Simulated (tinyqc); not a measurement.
MOS structure on a p-type body with a doping step, non-linear Poisson equation by Newton steps: one step of the calculation.

One dimension, insulator interface at x = 0, acceptor density N1 for x < x1 and Na beyond, net doping C = -(acceptor density). psi is counted from the intrinsic level: n = ni exp((psi - Vb)/Vt), p = ni exp(-psi/Vt); deep in the body psi_b = -Vt ln(Na/ni). The gate acts through Cox = eps0 eox/tox and has the potential psi_G = Vg - (phiM - chi - Vt ln(Nc/ni)). Boltzmann statistics, full ionisation, classical densities, no oxide or interface charge.

Task. Newton step. Solve the tridiagonal system a_(i-1) d_(i-1) + b_i d_i + a_i d_(i+1) = -F_i for nodes 0 to 10, with d = 0 on fixed nodes. If the largest |d| exceeds 4 Vt, the whole step is scaled down so that it equals 4 Vt.

Inputs (values chosen for the exercise): temperature T = 400 K.

Constants: q = 1.602176634e-19 C, kB = 1.380649e-23 J/K, Vt = kB T/q. Results are converted to the units shown.

coupling a_i, interval 0 to 10 (F/cm^2): 1.2838572e-5  7.3891064e-6  4.2974301e-6  2.4689562e-6  1.4344774e-6  8.2166863e-7  4.7550268e-7  2.7462187e-7  1.5899161e-7  9.1704088e-8  5.2942566e-8

```
node	diagonal b (F/cm^2)	residual F (C/cm^2)
0	-1.3478620e-5	9.7853047e-7
1	-2.0229770e-5	8.1927335e-9
2	-1.1692129e-5	1.1954430e-8
3	-6.7847465e-6	1.5313674e-8
4	-3.9765593e-6	1.5021849e-8
5	-2.5600036e-6	8.8286763e-9
6	-2.2924336e-6	1.9296460e-9
7	-2.9404508e-6	8.4918076e-9
8	-1.8365425e-6	-8.3295495e-9
9	-2.6340902e-6	6.1063443e-14
10	-4.2694981e-6	4.8693856e-17
```

psi after iteration 1, node 0 to 11 (V): -0.22763925  -0.23719368  -0.25229188  -0.27431731  -0.30309539  -0.33316517  -0.35507856  -0.36337048  -0.32914507  -0.32849184  -0.32845070  -0.32844980

Wanted: Newton step d, before damping; psi after iteration 2.

Result.

Newton step d, before damping, node 0 to 10 (V): 0.9714  0.9436  0.8945  0.8084  0.6583  0.4232  0.1584  0.0285  -0.0003  0.0000  0.0000
psi after iteration 2, node 0 to 11 (V): -0.0898  -0.1033  -0.1253  -0.1596  -0.2097  -0.2731  -0.3326  -0.3593  -0.3292  -0.3285  -0.3285  -0.3284

Computed by the program tinyqc: `OMP_NUM_THREADS=1 python tinyqc.py 2080069 2080070 out.jsonl`, one thread of a shared Intel Xeon 2.30GHz, about 0.3 s for the whole run.
